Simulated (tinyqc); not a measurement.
Incorporation against temperature: precursor delivery by bubblers, mass-transport growth and the solid composition of a III-V alloy. Computed by tinyqc, a small Python program. Command: `OMP_NUM_THREADS=1 python tinyqc.py 3002799 3002800 out.jsonl movpe_thermo walk`. One thread of a shared host (Intel(R) Xeon(R) Processor @ 2.30GHz), about 0.01 s of CPU time with the checks.

1 sccm = 44.615 micromol/min; 1 torr = 133.322 Pa. The sources decompose fully at the surface.

Inputs (values chosen for the exercise, modelled on triethylgallium (source 1) and trimethylindium (source 2) for the vapour pressures):
```
quantity                                                                                                  value        unit
bath temperature T1                                                                                         299           K
bath temperature T2                                                                                         302           K
bubbler pressure p_b                                                                                       1400        torr
carrier flow F1                                                                                              57        sccm
carrier flow F2                                                                                             120        sccm
total flow F_t                                                                                              4.3         slm
group-V flow F_V                                                                                            330        sccm
reactor pressure p                                                                                          100        torr
growth temperature T                                                                                        840           K
diffusivity at 273 K and 760 torr                                                                          0.41      cm^2/s
flow cross-section A                                                                                         47        cm^2
distance from the leading edge z                                                                             10          cm
lattice constant a                                                                                         5.57    angstrom
interaction L0 of the solid                                                                                 6.2      kJ/mol
log10 of p_B,eq over pure BC at 1000 K and 1 torr of group V (exaggerated: liquid indium has about -4.1)   -2.7  log10 torr
enthalpy of that equilibrium H                                                                              364      kJ/mol
```

Alloy: mixing on the group-III sites, with desorption of B.

constants a, b of source 1 (log10 torr, K): 8.108  2162

constants a, b of source 2 (log10 torr, K): 10.55  3014

Constants: k_B = 1.380649e-23 J/K; R = 8.314462618 J/(mol K).

Method:
- log10 p_v = a - b/T_bath; molar flow = F x 44.615 x p_v/(p_b - p_v) for a saturated bubbler.
- p_i = p n_i/(44615 F_t), F_t in slm; p_V = p F_V/(1000 F_t), counted per molecule supplied; V/III = 44.615 F_V/(n1 + n2); vapour fraction of source 2 = n2/(n1 + n2).
- Mean velocity u = (F_t/A)(760/p)(T/273); D = D0 (T/273)^1.75 (760/p); boundary layer delta = sqrt(pi D z/u); flux = D dp/(delta k_B T); growth rate = flux x a^3/4.
- A sticks fully. B desorbs: its surface pressure is p_B* = x gamma_B K/sqrt(p_V), ln gamma_B = L0 (1 - x)^2/(R T), K = 10^(log10 K at 1000 K) exp[-(H/R)(1/T - 1/1000)], p_V in torr. With equal diffusivities x = (p_2 - p_B*)/(p_1 + p_2 - p_B*). Growth rate = rate per torr x p_1/(1 - x).

p_2 = 0.00742345 torr

K/sqrt(p_V) = 1.72166e-07 torr

p_V = 7.67442 torr

vapour fraction of source 2 = 0.508491

p_1 = 0.00717552 torr

At fixed flows:
```
T (K)  K/sqrt(p_V) (torr)        x  share of B incorporated, 1 - p_B*/p_2
926            2.1781e-05  0.50804                                0.99819
965            1.4719e-04  0.50545                                0.98789
1001           7.5244e-04  0.49289                                0.93949
1026           2.1842e-03  0.46261                                0.83210
1056           7.3408e-03  0.35409                                0.52989
1085           2.2232e-02  0.16709                                0.19391
1118           7.3151e-02  0.05278                                0.05386
1166           3.6670e-01  0.01071                                0.01047
```

x equals the vapour fraction 0.508 while gamma_B K/sqrt(p_V) is small against p_1 + p_2 = 0.015 torr and falls once it is not. Between the last rows the apparent energy R d ln x/d(1/T) is 360 kJ/mol, against H = 364. Caution: the boundary layer is a quarter or more of the root of the cross-section, so it fills much of the channel and depletion along the flow matters.

Extremes, crossings and ranges named in words are read from the listed rows.
